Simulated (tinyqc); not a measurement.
Mass and gap go together: armchair graphene nanoribbon in tight binding.

An armchair ribbon of N dimer lines, width (N - 1) sqrt3 acc/2, period 3 acc, one pz orbital a site. In line n, A_n binds to B_n with -t exp(ik/3), times (1 + d) in the two edge lines, and to B_(n-1) and B_(n+1) with -t exp(-ik/6); k runs from -pi to pi. For d = 0 the modes across the ribbon are sin(n p pi/(N + 1)), p = 1 to N, with E = -/+ t sqrt(1 + 4 c^2 + 4 c cos(k/2)), c = cos(p pi/(N + 1)).

Constants: hbar^2/2m0 = 3.80998211 eV angstrom^2.

Values chosen for the exercise (near those used for graphene; not measured data): t = 2.74 eV (hopping); acc = 1.42 angstrom (bond length); d1 = 0.18 (edge correction); N0 = 14 (first width).

Nine widths from N0 on. Lowest conduction band for d = d1: m/m0 = c q^2/(E(q) - E(0)) with q = h/(3 acc), h = 0.001, c = hbar^2/2m0. Dirac rule: m = Eg/(2 v^2), that is m/m0 = c Eg/(hbar v)^2 with hbar v = 3 t acc/2.

Masses:

| N | gap (eV) | mass (m0) | Dirac rule (m0) |
|---|---|---|---|
| 14 | 0.1832 | 0.0199 | 0.0205 |
| 15 | 0.4520 | 0.0445 | 0.0506 |
| 16 | 0.7683 | 0.0939 | 0.0859 |
| 17 | 0.1522 | 0.0166 | 0.0170 |
| 18 | 0.3808 | 0.0382 | 0.0426 |
| 19 | 0.6499 | 0.0783 | 0.0727 |
| 20 | 0.1302 | 0.0143 | 0.0146 |
| 21 | 0.3289 | 0.0334 | 0.0368 |
| 22 | 0.5631 | 0.0672 | 0.0630 |

The ratio of mass to the Dirac rule runs from 0.88 (N = 15) to 1.09 (N = 16). Its mean is 0.89 for N = 3p, 1.08 for 3p+1 and 0.98 for 3p+2: the lowest modes of 3p and 3p+1 lie on opposite sides of the Dirac point, where the velocity along the ribbon differs. The largest gap (N = 16) and the heaviest mass (N = 16) belong to one ribbon.

Computed by tinyqc, a small Python program: `OMP_NUM_THREADS=1 python tinyqc.py 1451092 1451093 out.jsonl` (the numbers bound the seed that draws the inputs); one thread of a shared host (Intel(R) Xeon(R) Processor @ 2.30GHz), about 0.03 s for the whole set of steps.
